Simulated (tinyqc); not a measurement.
Hubbard chain of 3 sites, step by step. Computed by tinyqc, a small Python program that keeps every step. Settings: hopping = 1.33, U = 1.1, mixing = 0.2, iteration cap = 50. Command: `OMP_NUM_THREADS=1 python tinyqc.py 28228 28229 out.jsonl` (the two numbers bound the seeds that draw the settings). One thread of a shared host (Intel(R) Xeon(R) Processor @ 2.60GHz), about 0.2 s of CPU time with the checks.

one-body matrix (hopping and site energies) (eV), lower triangle:
```
         1        2        3
1   0.1200
2  -1.3300   0.1400
3   0.0000  -1.3300  -0.6700
```

U = 1.1000 eV

electrons, up and down: 2  1

n(up) at the start (a guess, not normalised): 1 0.9670, 2 0.3670, 3 0.9670

n(down) at the start (a guess): 1 0.0330, 2 0.6330, 3 0.0330

Each step fills the lowest levels of T + U n(other spin) and sets n(new) = n + mixing (n(out) - n); stop when output and input agree to 1e-8.

Course of the cycle:
```
iteration     E (eV)  largest |n(out) - n(in)|  mean |n_up - n_down|
1          -3.560650                  3.01e-01                0.4250
2          -3.564121                  2.42e-01                0.4173
3          -3.566534                  1.94e-01                0.4106
4          -3.568213                  1.56e-01                0.4049
5          -3.569383                  1.26e-01                0.4001
6          -3.570199                  1.02e-01                0.3960
7          -3.570770                  8.23e-02                0.3926
8          -3.571170                  6.67e-02                0.3896
9          -3.571450                  5.41e-02                0.3871
10         -3.571647                  4.40e-02                0.3850
11         -3.571786                  3.58e-02                0.3832
...              ...                       ...                   ...
40         -3.572119                  1.78e-04                0.3737
41         -3.572119                  1.51e-04                0.3736
42         -3.572119                  1.28e-04                0.3736
43         -3.572119                  1.08e-04                0.3736
44         -3.572119                  9.13e-05                0.3736
45         -3.572119                  7.72e-05                0.3736
46         -3.572119                  6.53e-05                0.3736
47         -3.572119                  5.52e-05                0.3736
48         -3.572119                  4.66e-05                0.3736
49         -3.572119                  3.94e-05                0.3736
50         -3.572119                  3.33e-05                0.3736
```

Can the last value be used, and what does the course show?

Not by the stop rule, although the second column moves by less than 1e-07 over the last three steps. Not converged within 50 iterations: the residual falls steadily but slowly, by a factor of about 0.85 a step. The lowest mean-field energy found from random starts is -3.57212 eV. Reruns (cap 100 unless said): mixing 0.5: converged in 35 (E = -3.57212); mixing 0.9: converged in 15 (E = -3.57212); the original settings with a cap of 400: converged in 98 (E = -3.57212).
